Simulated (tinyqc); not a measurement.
## Current crowding under a contact, resistor ladder against the transmission-line model: effect of the sheet resistance

A metal contact of length d and width W on a thin layer of the same width. The metal has no resistance, the sheet resistance under it equals Rsh, and current enters the layer at the front edge x = 0.

Transfer length Lt = sqrt(rc/Rsh); front resistance Rc = (Rsh Lt/W) coth(d/Lt); end resistance Re = (Rsh Lt/W)/sinh(d/Lt).

Values chosen for this exercise:
```
symbol,value,unit,meaning
rc,3e-5,ohm cm^2,specific contact resistivity
d,0.9,um,contact length
W,240,um,contact width
```

Result of one run:

| Rsh (ohm/sq) | Lt (um) | d/Lt | Rc W (ohm um) | Re W (ohm um) |
|---|---|---|---|---|
| 44 | 8.2572 | 0.10900 | 3346.5 | 3326.7 |

What becomes of these results when the sheet resistance of the semiconductor layer Rsh is changed from 44 to 2100 ohm/sq, all else the same?

Result of the changed run:

| Rsh (ohm/sq) | Lt (um) | d/Lt | Rc W (ohm um) | Re W (ohm um) |
|---|---|---|---|---|
| 2100 | 1.1952 | 0.75299 | 3940.7 | 3038.0 |

The whole series:

| Rsh (ohm/sq) | Lt (um) | d/Lt | Rc W (ohm um) | Re W (ohm um) |
|---|---|---|---|---|
| 44 | 8.2572 | 0.10900 | 3346.5 | 3326.7 |
| 95 | 5.6195 | 0.16016 | 3361.8 | 3319.1 |
| 210 | 3.7796 | 0.23812 | 3396.1 | 3302.0 |
| 450 | 2.5820 | 0.34857 | 3467.3 | 3266.8 |
| 970 | 1.7586 | 0.51176 | 3619.4 | 3192.2 |
| 2100 | 1.1952 | 0.75299 | 3940.7 | 3038.0 |
| 4600 | 0.80757 | 1.1145 | 4611.1 | 2731.7 |
| 10000 | 0.54772 | 1.6432 | 5902.7 | 2200.5 |
| 22000 | 0.36927 | 2.4372 | 8249.1 | 1431.1 |

Rc W rises from 3350 to 8250 ohm um while Re W falls from 3330 to 1430 ohm um; for Rsh going to zero both tend to rc/d = 3330 ohm um. A larger Rsh shortens Lt and crowds the current to the front edge.

Computed by the program tinyqc: `OMP_NUM_THREADS=1 python tinyqc.py 2760045 2760046 out.jsonl`, one thread of a shared Intel Xeon 2.30GHz, about 0.01 s for the whole run.
